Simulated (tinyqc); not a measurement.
Inputs raised by 10 %, one at a time: pressure-driven transition between two phases with analytic equations of state. Computed by tinyqc, a small Python program. Command: `OMP_NUM_THREADS=1 python tinyqc.py 3030004 3030005 out.jsonl transition sens`. One thread of a shared host (Intel(R) Xeon(R) Processor @ 2.30GHz), about 0.02 s of CPU time with the checks.

Each phase obeys E = E0 + (9 B0 V0/h^2) {1 + [h (1 - x) - 1] exp(h (1 - x))}, P = 3 B0 (1 - x) x^-2 exp(h (1 - x)), x = (V/V0)^(1/3), h = (3/2)(B' - 1); E0 = 0 for phase 1 and Delta E0 for phase 2. H = E + P V.

Inputs (values chosen for the exercise, for two model phases): volume V0 of phase 1 = 27.1 angstrom^3/atom; B0 of phase 1 = 203 GPa; B' of phase 1 = 5.19; volume V0 of phase 2 = 23.9 angstrom^3/atom; B0 of phase 2 = 185 GPa; B' of phase 2 = 3.76; energy of phase 2 above phase 1, Delta E0 = 0.11 eV/atom; entropy of phase 2 less phase 1, Delta S = -0.32 k_B/atom; temperature T = 1200 K.

Equation of state: Vinet.

Constants: 1 eV/angstrom^3 = 160.2176634 GPa; k_B = 8.617333262e-05 eV/K.

Method. Start from P = Delta E0/(V0 of phase 1 - V0 of phase 2); at each P solve P(V) = P for both phases and step P(new) = P - (H_2 - H_1)/(V_2 - V_1); stop when |H_2 - H_1| < 1e-10 eV. At the zero-temperature transition the volume change is V_2/V_1 - 1 and the work is P (V_1 - V_2). At T the condition is H_2 - H_1 - T Delta S = 0, with Delta S constant and thermal expansion left out; the Clausius-Clapeyron slope is dP/dT = Delta S/(V_2 - V_1) at the zero-temperature point.

Runs; columns: (1) input moved; (2) from; (3) to; (4) transition pressure (GPa); (5) work P (V_1 - V_2) (eV/atom); (6) transition pressure at T (GPa); (7) Clapeyron slope (MPa/K):
```
(1)                                                    (2)     (3)     (4)      (5)     (6)     (7)
base run                                                 -       -   5.522  0.10980   7.187  1.3869
volume V0 of phase 1 (angstrom^3/atom)                27.1   29.81   2.995  0.10956   3.900  0.7537
B' of phase 1                                         5.19   5.709   5.520  0.10989   7.182  1.3851
volume V0 of phase 2 (angstrom^3/atom)                23.9   26.29  19.438  0.12233  24.561  4.3817
B0 of phase 2 (GPa)                                    185   203.5   5.575  0.10884   7.274  1.4125
energy of phase 2 above phase 1, Delta E0 (eV/atom)   0.11   0.121   6.076  0.12078   7.741  1.3872
entropy of phase 2 less phase 1, Delta S (k_B/atom)  -0.32  -0.352   5.522  0.10980   7.354  1.5256
temperature T (K)                                     1200    1320   5.522  0.10980   7.354  1.3869
```

Exponents ln(y'/y) / ln(x'/x):
```
input                                      transition pressure  work P (V_1 - V_2)  transition pressure at T  Clapeyron slope
volume V0 of phase 1                                    -6.421              -0.023                    -6.414           -6.398
B' of phase 1                                           -0.005               0.009                    -0.008           -0.014
volume V0 of phase 2                                    13.203               1.134                    12.893           12.070
B0 of phase 2                                            0.099              -0.092                     0.127            0.192
energy of phase 2 above phase 1, Delta E0                1.002               1.000                     0.778            0.002
entropy of phase 2 less phase 1, Delta S                 0.000               0.000                     0.240            1.000
temperature T                                            0.000               0.000                     0.240            0.000
```

Which inputs matter most for each result?

Among the inputs moved here: transition pressure answers most in size to volume V0 of phase 2 (exponent +13.203), next to volume V0 of phase 1 (-6.421); its exponent is below 0.0005 for entropy of phase 2 less phase 1, Delta S, temperature T. Its exponent +1.002 in energy of phase 2 above phase 1, Delta E0: the rigid estimate Delta E0/Delta V. work P (V_1 - V_2) answers most in size to volume V0 of phase 2 (exponent +1.134), next to energy of phase 2 above phase 1, Delta E0 (+1.000); its exponent is below 0.0005 for entropy of phase 2 less phase 1, Delta S, temperature T. transition pressure at T answers most in size to volume V0 of phase 2 (exponent +12.893), next to volume V0 of phase 1 (-6.414). Clapeyron slope answers most in size to volume V0 of phase 2 (exponent +12.070), next to volume V0 of phase 1 (-6.398); its exponent is below 0.0005 for temperature T.

Caution (all rows): a constant Delta S holds only at high temperature; it vanishes as T goes to 0, so the shift counted from T = 0 is somewhat too large.
